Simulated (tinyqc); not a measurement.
Empirical pseudopotential in a few plane waves, step by step. One step of it, computed by the program tinyqc.

Problem. Levels at k. Diagonalise the Hermitian matrix.

H(k) at k (eV), order +0+0+0, -1-1-1, -1-1+1, -1+1-1, -1+1+1, +1-1-1, +1-1+1, +1+1-1, +1+1+1, -2+0+0, +0-2+0, +0+0-2, +0+0+2, +0+2+0, +2+0+0:
```
[[0.858572, 2.491756+1.327654i, -2.491756+1.327654i, -2.491756+1.327654i, -2.491756-1.327654i, -2.491756+1.327654i, -2.491756-1.327654i, -2.491756-1.327654i, 2.491756-1.327654i, 0.000000+0.761919i, 0.000000+0.761919i, 0.000000+0.761919i, 0.000000-0.761919i, 0.000000-0.761919i, 0.000000-0.761919i],
 [2.491756-1.327654i, 8.204176, 0.000000-0.761919i, 0.000000-0.761919i, -0.163268, 0.000000-0.761919i, -0.163268, -0.163268, 0.000000, -2.491756-1.327654i, -2.491756-1.327654i, -2.491756-1.327654i, -0.683068+0.327103i, -0.683068+0.327103i, -0.683068+0.327103i],
 [-2.491756-1.327654i, 0.000000+0.761919i, 9.759716, 0.163268, 0.000000-0.761919i, 0.163268, 0.000000-0.761919i, 0.000000, -0.163268, -2.491756+1.327654i, -2.491756+1.327654i, 0.683068+0.327103i, 2.491756-1.327654i, -0.683068-0.327103i, -0.683068-0.327103i],
 [-2.491756-1.327654i, 0.000000+0.761919i, 0.163268, 10.796743, 0.000000-0.761919i, 0.163268, 0.000000, 0.000000-0.761919i, -0.163268, -2.491756+1.327654i, 0.683068+0.327103i, -2.491756+1.327654i, -0.683068-0.327103i, 2.491756-1.327654i, -0.683068-0.327103i],
 [-2.491756+1.327654i, -0.163268, 0.000000+0.761919i, 0.000000+0.761919i, 12.352283, 0.000000, 0.163268, 0.163268, 0.000000-0.761919i, 2.491756+1.327654i, -0.683068+0.327103i, -0.683068+0.327103i, -2.491756-1.327654i, -2.491756-1.327654i, 0.683068-0.327103i],
 [-2.491756-1.327654i, 0.000000+0.761919i, 0.163268, 0.163268, 0.000000, 15.290525, 0.000000-0.761919i, 0.000000-0.761919i, -0.163268, 0.683068+0.327103i, -2.491756+1.327654i, -2.491756+1.327654i, -0.683068-0.327103i, -0.683068-0.327103i, 2.491756-1.327654i],
 [-2.491756+1.327654i, -0.163268, 0.000000+0.761919i, 0.000000, 0.163268, 0.000000+0.761919i, 16.846064, 0.163268, 0.000000-0.761919i, -0.683068+0.327103i, 2.491756+1.327654i, -0.683068+0.327103i, -2.491756-1.327654i, 0.683068-0.327103i, -2.491756-1.327654i],
 [-2.491756+1.327654i, -0.163268, 0.000000, 0.000000+0.761919i, 0.163268, 0.000000+0.761919i, 0.163268, 17.883091, 0.000000-0.761919i, -0.683068+0.327103i, -0.683068+0.327103i, 2.491756+1.327654i, 0.683068-0.327103i, -2.491756-1.327654i, -2.491756-1.327654i],
 [2.491756+1.327654i, 0.000000, -0.163268, -0.163268, 0.000000+0.761919i, -0.163268, 0.000000+0.761919i, 0.000000+0.761919i, 19.438631, -0.683068-0.327103i, -0.683068-0.327103i, -0.683068-0.327103i, -2.491756+1.327654i, -2.491756+1.327654i, -2.491756+1.327654i],
 [0.000000-0.761919i, -2.491756+1.327654i, -2.491756-1.327654i, -2.491756-1.327654i, 2.491756-1.327654i, 0.683068-0.327103i, -0.683068-0.327103i, -0.683068-0.327103i, -0.683068+0.327103i, 11.055999, 0.163268, 0.163268, -0.163268, -0.163268, 0.000000],
 [0.000000-0.761919i, -2.491756+1.327654i, -2.491756-1.327654i, 0.683068-0.327103i, -0.683068-0.327103i, -2.491756-1.327654i, 2.491756-1.327654i, -0.683068-0.327103i, -0.683068+0.327103i, 0.163268, 15.549781, 0.163268, -0.163268, 0.000000, -0.163268],
 [0.000000-0.761919i, -2.491756+1.327654i, 0.683068-0.327103i, -2.491756-1.327654i, -0.683068-0.327103i, -2.491756-1.327654i, -0.683068-0.327103i, 2.491756-1.327654i, -0.683068+0.327103i, 0.163268, 0.163268, 16.586808, 0.000000, -0.163268, -0.163268],
 [0.000000+0.761919i, -0.683068-0.327103i, 2.491756+1.327654i, -0.683068+0.327103i, -2.491756+1.327654i, -0.683068+0.327103i, -2.491756+1.327654i, 0.683068+0.327103i, -2.491756-1.327654i, -0.163268, -0.163268, 0.000000, 19.697887, 0.163268, 0.163268],
 [0.000000+0.761919i, -0.683068-0.327103i, -0.683068+0.327103i, 2.491756+1.327654i, -2.491756+1.327654i, -0.683068+0.327103i, 0.683068+0.327103i, -2.491756+1.327654i, -2.491756-1.327654i, -0.163268, 0.000000, -0.163268, 0.163268, 20.734914, 0.163268],
 [0.000000+0.761919i, -0.683068-0.327103i, -0.683068+0.327103i, -0.683068+0.327103i, 0.683068+0.327103i, 2.491756+1.327654i, -2.491756+1.327654i, -2.491756+1.327654i, -2.491756-1.327654i, 0.000000, -0.163268, -0.163268, 0.163268, 0.163268, 25.228696]]
```

Give: eigenvalues.

Solution.

eigenvalues (eV): [-5.0060, 5.3312, 7.0431, 7.2018, 11.8718, 12.6685, 14.4990, 14.6646, 16.0018, 17.7186, 19.2365, 21.8976, 23.6746, 24.5747, 28.9060]
